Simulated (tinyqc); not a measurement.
Vacancy excess varied: nucleation and growth of vacancy voids in a cooling silicon-like crystal. Computed by tinyqc, a small Python program. Command: `OMP_NUM_THREADS=1 python tinyqc.py 3019541 3019542 out.jsonl voids walk`. One thread of a shared host (Intel(R) Xeon(R) Processor @ 2.30GHz), about 0.8 s of CPU time with the checks.

Spherical voids; vacancies are lost only to voids.

Inputs (values chosen for the exercise, for a model crystal):

| quantity | value | unit |
|---|---|---|
| vacancy density at the melting point C_m | 8.7e+14 | 1/cm^3 |
| formation energy E_f | 3.92 | eV |
| melting point T_m | 1685 | K |
| diffusion prefactor D0 | 0.00093 | cm^2/s |
| migration energy E_m | 0.46 | eV |
| site density rho | 5e+22 | 1/cm^3 |
| void surface energy gamma | 0.889 | J/m^2 |
| cooling rate q | 2.3 | K/min |
| ratio (V/G)/xi_c | 2.24 | - |
| limit of the excess at high V/G | 2e+14 | 1/cm^3 |
| temperature step | 0.125 | K |

Vacancy supply: from V/G.

Constants: k_B = 8.617333262e-05 eV/K; k_B = 1.380649e-23 J/K.

Method:
- C = C_x (u - 1)/(u + 0.2) with u = (V/G)/xi_c, a form chosen for the exercise.
- C_e = C_m exp[-(E_f/k_B)(1/T - 1/T_m)]; D = D0 exp(-E_m/(k_B T)); f = k_B T ln(C/C_e); r* = 2 gamma/(rho f); W* = 16 pi gamma^3/(3 rho^2 f^2); Z = f/sqrt(12 pi W* k_B T); I = rho Z (4 pi r* D C) exp(-W*/(k_B T)).
- March down from 1500 K in steps dT, dt = dT/q, with values at the upper end of each step: a class of I dt voids is born with r*; then all classes grow by r^2 += 2 D (C - C_e) dt/rho; C falls by the vacancies added to voids. Stop at 1150 K. T_n is the T of the largest I, N the final count (classes under 1e-6 /cm^3 are dropped), and the mean radius the number average.

initial excess C = 1.01639e+14 1/cm^3

At fixed q:

| C (1/cm^3) | T_n (K) | N (1/cm^3) | mean radius (nm) |
|---|---|---|---|
| 4.10e+13 | 1330.875 | 5.3960e+06 | 32.813 |
| 6.10e+13 | 1351.625 | 3.9807e+06 | 41.479 |
| 1.00e+14 | 1378.125 | 2.7274e+06 | 55.510 |
| 1.60e+14 | 1404.000 | 1.9044e+06 | 73.221 |
| 2.50e+14 | 1429.375 | 1.3546e+06 | 95.225 |

What follows from these numbers?

More vacancies nucleate earlier (T_n rises by 98 K) and give fewer, larger voids: N goes as C^-0.76 and the radius as C^0.59, steeper than the -1/2 and +1/2 of the scaling argument at fixed D, because D rises with T_n.

Extremes, crossings and ranges named in words are read from the listed rows.
